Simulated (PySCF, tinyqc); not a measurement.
Worked calculation: CID on RHF in the sto-3g basis, for H3+, spin multiplicity 1. The lowest restricted solution is unstable here: a spin-polarised one lies 0.0377 hartree lower (PySCF). One step of it, computed by the program tinyqc.

Question. Iteration 8 (converged): orbitals. Diagonalise F' = X^T F X, C = X C', fill 1 alpha and 1 beta electrons from the bottom; D = 2 C_occ C_occ^T. Each column has its largest component positive (the first on a tie).

converged F (hartree), lower triangle:
```
           1H 1s      2H 1s      3H 1s
1H 1s  -0.505323
2H 1s  -0.340840  -0.413316
3H 1s  -0.340840  -0.090351  -0.413316
```

X:
```
               1          2         3
1H 1s   0.889765   0.000000  0.596388
2H 1s  -0.613666   0.713570  0.432356
3H 1s  -0.613666  -0.713570  0.432356
```

Give: F' = X^T F X; orbital energies; coefficients C; D after iteration 8.

Answer.

F' = X^T F X (hartree), lower triangle:
```
         1        2        3
1  -0.0350
2   0.0000  -0.3289
3  -0.0136   0.0000  -0.7196
```

orbital energies (hartree): MO1 -0.7199, MO2 -0.3289, MO3 -0.0347

coefficients C:
```
          MO1      MO2      MO3
1H 1s  0.6140   0.0000   0.8777
2H 1s  0.4201   0.7136  -0.6222
3H 1s  0.4201  -0.7136  -0.6222
```

D after iteration 8, lower triangle:
```
        1H 1s   2H 1s   3H 1s
1H 1s  0.7539
2H 1s  0.5158  0.3529
3H 1s  0.5158  0.3529  0.3529
```
